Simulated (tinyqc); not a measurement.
Worked calculation: coupled-perturbed Hartree-Fock on RHF in the sto-3g basis, for BeH2, spin multiplicity 1. One step of it, computed by the program tinyqc.

Task: Coupled step 2. U_ai = -(mu_ai + sum_bj [4 (ai|bj) - (ab|ij) - (aj|bi)] U_bj) / (e_a - e_i); alpha = -4 sum U_ai mu_ai.

U after step 1:
```
           i1         i2         i3
a4  -0.018297  -2.068962   0.175181
a5   0.000702   0.079355  -0.006719
a6   0.000000   0.000000   0.000000
a7   0.000000   0.000000   0.000000
```

dipole integrals <a|z|i> (bohr):
```
           i1         i2         i3
a4   0.150902   0.960927  -0.074528
a5  -0.005788  -0.036857   0.002859
a6   0.000000   0.000000   0.000000
a7   0.000000   0.000000   0.000000
```

orbital energies (hartree): MO1 -4.538083, MO2 -0.406341, MO3 -0.361455, MO4 0.213334, MO5 0.213334, MO6 0.326350, MO7 0.645873

Two-electron integrals over orbitals (pq|rs), unique and non-zero (hartree):
```
(11|11) 2.272115    (21|11) -0.184784   (21|21) 0.023265    (22|11) 0.450960
(22|21) -0.005435   (22|22) 0.371590    (31|11) 0.013901    (31|21) -0.001359
(31|22) 0.002121    (31|31) 0.004966    (32|11) -0.001134   (32|21) 0.001076
(32|22) 0.026252    (32|31) 0.010122    (32|32) 0.152745    (33|11) 0.408826
(33|21) -0.002409   (33|22) 0.374394    (33|31) -0.001326   (33|32) -0.021488
(33|33) 0.404925    (41|41) 0.015737    (42|41) 0.014843    (42|42) 0.046889
(43|41) -0.001138   (43|42) -0.002598   (43|43) 0.012051    (44|11) 0.569187
(44|21) -0.007085   (44|22) 0.349453    (44|31) 0.000517    (44|32) -0.000321
(44|33) 0.328279    (44|44) 0.449859    (51|51) 0.015737    (52|51) 0.014843
(52|52) 0.046889    (53|51) -0.001138   (53|52) -0.002598   (53|53) 0.012051
(54|54) 0.024249    (55|11) 0.569187    (55|21) -0.007085   (55|22) 0.349453
(55|31) 0.000517    (55|32) -0.000321   (55|33) 0.328279    (55|44) 0.401360
(55|55) 0.449859    (61|11) -0.192905   (61|21) 0.024681    (61|22) -0.005883
(61|31) -0.002093   (61|32) -0.000259   (61|33) -0.002703   (61|44) -0.005845
(61|55) -0.005845   (61|61) 0.026334    (62|11) 0.141160    (62|21) -0.005857
(62|22) -0.013244   (62|31) 0.000220    (62|32) -0.008144   (62|33) -0.038912
(62|44) 0.071033    (62|55) 0.071033    (62|61) -0.005303   (62|62) 0.084354
(63|11) -0.016728   (63|21) 0.000533    (63|22) -0.014213   (63|31) -0.000085
(63|32) -0.090429   (63|33) 0.017472    (63|44) -0.008746   (63|55) -0.008746
(63|61) 0.000507    (63|62) -0.004003   (63|63) 0.089854    (64|41) 0.016043
(64|42) 0.046101    (64|43) -0.003965   (64|64) 0.048523    (65|51) 0.016043
(65|52) 0.046101    (65|53) -0.003965   (65|65) 0.048523    (66|11) 0.453154
(66|21) -0.006585   (66|22) 0.368784    (66|31) 0.000021    (66|32) -0.005780
(66|33) 0.381964    (66|44) 0.347355    (66|55) 0.347355    (66|61) -0.006458
(66|62) -0.026041   (66|63) 0.006935    (66|66) 0.387280    (71|11) -0.005581
(71|21) 0.001464    (71|22) 0.002599    (71|31) 0.009071    (71|32) 0.016571
(71|33) -0.002565   (71|44) -0.000128   (71|55) -0.000128   (71|61) 0.000339
(71|62) -0.000425   (71|63) 0.000672    (71|66) -0.000993   (71|71) 0.017354
(72|11) 0.015093    (72|21) -0.000101   (72|22) -0.006562   (72|31) 0.004706
(72|32) -0.037640   (72|33) 0.003011    (72|44) 0.007059    (72|55) 0.007059
(72|61) -0.000647   (72|62) 0.011746    (72|63) 0.062324    (72|66) -0.000302
(72|71) 0.008503    (72|72) 0.058363    (73|11) 0.151346    (73|21) -0.003818
(73|22) 0.002230    (73|31) -0.000186   (73|32) -0.001223   (73|33) -0.017890
(73|44) 0.072588    (73|55) 0.072588    (73|61) -0.003489   (73|62) 0.079620
(73|63) -0.011651   (73|66) -0.019772   (73|71) -0.000886   (73|72) 0.005930
(73|73) 0.087928    (74|41) 0.000505    (74|42) 0.002479    (74|43) 0.012929
(74|64) 0.000996    (74|74) 0.017053    (75|51) 0.000505    (75|52) 0.002479
(75|53) 0.012929    (75|65) 0.000996    (75|75) 0.017053    (76|11) -0.000787
(76|21) 0.000764    (76|22) 0.021959    (76|31) 0.009391    (76|32) 0.136584
(76|33) -0.021710   (76|44) 0.000262    (76|55) 0.000262    (76|61) -0.000453
(76|62) -0.006276   (76|63) -0.090480   (76|66) -0.006970   (76|71) 0.015818
(76|72) -0.045117   (76|73) -0.000054   (76|76) 0.134848    (77|11) 0.536853
(77|21) -0.007088   (77|22) 0.393996    (77|31) 0.001016    (77|32) 0.009537
(77|33) 0.406121    (77|44) 0.373538    (77|55) 0.373538    (77|61) -0.007200
(77|62) -0.015064   (77|63) -0.005142   (77|66) 0.402068    (77|71) 0.000572
(77|72) -0.003478   (77|73) 0.006646    (77|76) 0.007049    (77|77) 0.444849
```

Give: U after step 2; polarisability.

Result:

U after step 2:
```
         i1       i2       i3
a4  -0.0112  -2.2442   0.1917
a5   0.0004   0.0861  -0.0074
a6   0.0000   0.0000   0.0000
a7   0.0000   0.0000   0.0000
```

polarisability = 8.7025 bohr^3
